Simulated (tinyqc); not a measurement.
A chain with uneven site energies and dephasing by Buettiker voltage probes: one step of the calculation.

Sites 1 to 3 form a chain with hopping -t. Lead L joins site 1 and lead R site 3, both semi-infinite chains with hopping -t and site energy 0. Every site carries a probe with self-energy -i Gamma_p/2 that draws no net current. Linear response at zero temperature: mu_L = 1, mu_R = 0 in units of the bias.

Task. Transmissions between terminals. With Gamma the broadening by one lead, T_RL = Gamma^2 |G_(3,1)|^2, T_pL = Gamma Gamma_p |G_(p,1)|^2, T_pR = Gamma Gamma_p |G_(p,3)|^2, T_pq = Gamma_p^2 |G_(p,q)|^2 for p != q.

Values chosen for this exercise:
```
symbol  value  unit                   meaning
gp       0.44    eV  probe broadening Gamma_p
```

G (1/eV):

|  | 1 | 2 | 3 |
|---|---|---|---|
| 1 | 0.06797163-0.57600673i | 0.31835605-0.25856579i | 0.13301230+0.29653010i |
| 2 | 0.31835605-0.25856579i | -0.21819325-0.46706190i | 0.40215380-0.07175183i |
| 3 | 0.13301230+0.29653010i | 0.40215380-0.07175183i | 0.17694688-0.44312292i |

Gamma = 1.9987746 eV

Wanted: T_RL; T_pL; T_pR; T_pq.

Result.

T_RL = 0.4220

| probe | T_pL | T_pR |
|---|---|---|
| 1 | 0.2959 | 0.0929 |
| 2 | 0.1479 | 0.1468 |
| 3 | 0.0929 | 0.2002 |

T_pq:

|  | 1 | 2 | 3 |
|---|---|---|---|
| 1 | 0.00000 | 0.03256 | 0.02045 |
| 2 | 0.03256 | 0.00000 | 0.03231 |
| 3 | 0.02045 | 0.03231 | 0.00000 |

tinyqc, about 0.01 s, one thread, Intel Xeon 2.30GHz (shared host): `OMP_NUM_THREADS=1 python tinyqc.py 2700101 2700102 out.jsonl`
